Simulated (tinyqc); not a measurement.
From results back to parameters: phonon-assisted absorption at an indirect gap. Three cases, with inputs chosen for the exercise.

Problem. One phonon: alpha = A [N (E - Eg + w)^2 + (N + 1)(E - Eg - w)^2], each term only above its threshold, N = 1/(exp(w/kB Tm) - 1). The first two energies lie below the emission threshold and the third above it.

Constants: kB = 8.617333262e-05 eV/K.

Find: slope sqrt(A N); threshold Eg - w; w; Eg; A.

Method. sqrt(alpha) at the first two energies is a line with slope sqrt(A N) and intercept Eg - w. The excess at the third energy is A N exp(w/kB Tm) (E - (Eg - w) - 2w)^2, which has one root w with the emission threshold between the second and third energies.

Case 1.

Values chosen (out of a larger set: loosely those of Si at room temperature; Eg is not tied to T; not measured data): Es = (1.071, 1.139, 1.201) eV (three photon energies); Tm = 300 K.

alpha at the three energies (1/cm): 0.1762605  2.929678  13.38105

Solution.

slope sqrt(A N) = 19.00 1/(cm^(1/2) eV)
threshold Eg - w = 1.0489 eV
w = 56.1 meV
Eg = 1.105 eV
A = 2.8e+03 1/(cm eV^2)

Case 2.

Values chosen (out of a larger set: loosely those of GaP at room temperature; Eg is not tied to T; not measured data): Es = (2.208, 2.262, 2.32) eV (three photon energies); Tm = 250 K.

alpha at the three energies (1/cm): 0.2872032  4.519818  25.89285

Solution.

slope sqrt(A N) = 29.45 1/(cm^(1/2) eV)
threshold Eg - w = 2.1898 eV
w = 45.2 meV
Eg = 2.235 eV
A = 6.2e+03 1/(cm eV^2)

Case 3.

Values chosen (out of a larger set: loosely those of GaP at room temperature; Eg is not tied to T; not measured data): Es = (2.243, 2.297, 2.355) eV (three photon energies); Tm = 250 K.

alpha at the three energies (1/cm): 0.1991365  3.240110  18.71540

Solution.

slope sqrt(A N) = 25.07 1/(cm^(1/2) eV)
threshold Eg - w = 2.2252 eV
w = 44.8 meV
Eg = 2.270 eV
A = 4.4e+03 1/(cm eV^2)

Computed by tinyqc, one run a case: `OMP_NUM_THREADS=1 python tinyqc.py N N+1 out.jsonl` with N = 1650741, 1650814, 1650838; one thread of a shared Intel(R) Xeon(R) Processor @ 2.30GHz, about 0.01 s a run at most.
